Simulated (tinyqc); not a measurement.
Signal and retention of a DRAM cell: effect of temperature.

A stored one starts at Vd and leaks: Cs dV/dt = -I(V), I = a sqrt((V + Vb)/(Vd + Vb)) + b, with a = Ig exp[-(Eg1 q/kB)(1/T - 1/T0)] (generation in a depletion layer) and b = Is exp[-(Es q/kB)(1/T - 1/T0)]. The bit line is precharged to Vd/2, and charge sharing gives the signal (V - Vd/2) Cs/(Cs + Cb).

The cell fails below Vc = Vd/2 + dm (Cs + Cb)/Cs. With s = sqrt((Vc + Vb)/(Vd + Vb)), the time from Vd to Vc is t = [2 Cs (Vd + Vb)/a] [1 - s - (b/a) ln((a + b)/(a s + b))]. This time is the median of a log-normal spread: failing cells = Nc erfc(z/sqrt 2)/2, z = ln(t/tr)/sg.

Parameters, values chosen for the exercise: array voltage Vd = 1.2 V; cell capacitance Cs = 9 fF; bit-line capacitance Cb = 25 fF; smallest signal that the sense amplifier resolves dm = 59 mV; built-in plus back-bias voltage of the storage junction Vb = 1.61 V; junction leakage at V = Vd and T0 Ig = 5.7 fA; voltage-independent leakage at T0 Is = 0.07 fA; activation energy of Is Es = 0.38 eV; reference temperature T0 = 358 K; deviation of ln(retention time) over the cells sg = 0.9; cells Nc = 8.59e9; refresh interval tr = 64 ms; activation energy of Ig Eg1 = 0.59 eV.

Constants: q = 1.602176634e-19 C, kB = 1.380649e-23 J/K. Results are converted to the units shown.

Results:
```
T (K),a (fA),b (fA),retention time (s),failing cells
298,0.12122,0.0058617,27.623,0.067244
318,0.51419,0.014866,6.6394,1074.0
338,1.8383,0.033772,1.8770,7.4757e5
358,5.7000,0.070000,0.60913,5.2817e7
378,15.680,0.13432,0.22228,7.1530e8
398,38.961,0.24140,0.089675,3.0401e9
```

Estimate the missing row, T = 368 K.

Computed row:
```
T (K),a (fA),b (fA),retention time (s),failing cells
368,9.5846,0.097828,0.36302,2.3109e8
```

With this row back in the table: The retention time falls from 27.6 to 0.0897 s, halving every 15.3 K at the hot end. Its apparent activation energy goes from 0.582 to 0.588 eV, between Es = 0.38 and Eg1 = 0.59 eV, as the share of a in the leakage grows from 95.4 to 99.4 %.

Range of the model: Real arrays also hold a tail of unusually leaky cells and cells whose retention varies in time, which this model lacks.

Numbers from tinyqc (`OMP_NUM_THREADS=1 python tinyqc.py 2130142 2130143 out.jsonl`; about 0.01 s on one thread of a shared Intel Xeon 2.30GHz).
